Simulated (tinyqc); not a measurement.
From results back to parameters: free-carrier optics of a doped semiconductor (Drude model with one polar phonon). Three cases, with inputs chosen for the exercise.

Problem. The upper coupled mode solves E^4 - (wL^2 + Ep^2) E^2 + Ep^2 wT^2 = 0 with wL = wT sqrt(es/ei); N is hidden.

eps(E) = ei [1 - Ep^2/(E^2 + i E Gam)] + (es - ei) wT^2/(wT^2 - E^2 - i E gT), with Ep^2 = 8 pi c (e^2/(4 pi eps0)) N/(m ei), c = hbar^2/2m0, N in 1/angstrom^3 (1e-24 per 1/cm^3); Gam = hbar/tau, tau = mu m m0/e with m0/e = 5.685630e-12 kg/C and mu in m^2/(V s). Energies in meV.

Constants: hbar^2/2m0 = 3.80998211 eV angstrom^2; e^2/(4 pi eps0) = 14.39964547 eV angstrom.

Case 1.

Values chosen (mass and dielectric values near those of InP; N and mu are free inputs; interband absorption and the rise of the mass with filling are left out; shifted at random, so the results belong to these values and not to a real crystal):
- m = 0.0806 m0 (conductivity mass)
- ei = 9.68 (high-frequency dielectric constant)
- wT = 38.1 meV (TO phonon)
- es = 12.83 (static dielectric constant)

L+ = 68.8861 meV

Case 2.

Values chosen (mass and dielectric values near those of GaAs; N and mu are free inputs; interband absorption and the rise of the mass with filling are left out; shifted at random, so the results belong to these values and not to a real crystal):
- m = 0.0713 m0 (conductivity mass)
- ei = 10.95 (high-frequency dielectric constant)
- wT = 33.5 meV (TO phonon)
- es = 13.14 (static dielectric constant)

L+ = 87.6379 meV

Case 3.

Values chosen (mass and dielectric values near those of InP; N and mu are free inputs; interband absorption and the rise of the mass with filling are left out; shifted at random, so the results belong to these values and not to a real crystal):
- m = 0.078 m0 (conductivity mass)
- ei = 9.53 (high-frequency dielectric constant)
- wT = 37.1 meV (TO phonon)
- es = 12.58 (static dielectric constant)

L+ = 86.0484 meV

Find: Ep; N; L-.

Solution. Ep^2 = L+^2 (L+^2 - wL^2)/(L+^2 - wT^2); the product of the roots gives L- = Ep wT/L+.

Case 1.

Ep = 63.76 meV
N = 2.30e+18 1/cm^3
L- = 35.26 meV

Case 2.

Ep = 86.13 meV
N = 4.20e+18 1/cm^3
L- = 32.92 meV

Case 3.

Ep = 82.84 meV
N = 3.70e+18 1/cm^3
L- = 35.72 meV

Computed by tinyqc, one run a case: `OMP_NUM_THREADS=1 python tinyqc.py N N+1 out.jsonl` with N = 1650580, 1650680, 1650742; one thread of a shared Intel(R) Xeon(R) Processor @ 2.30GHz, about 0.01 s a run at most.
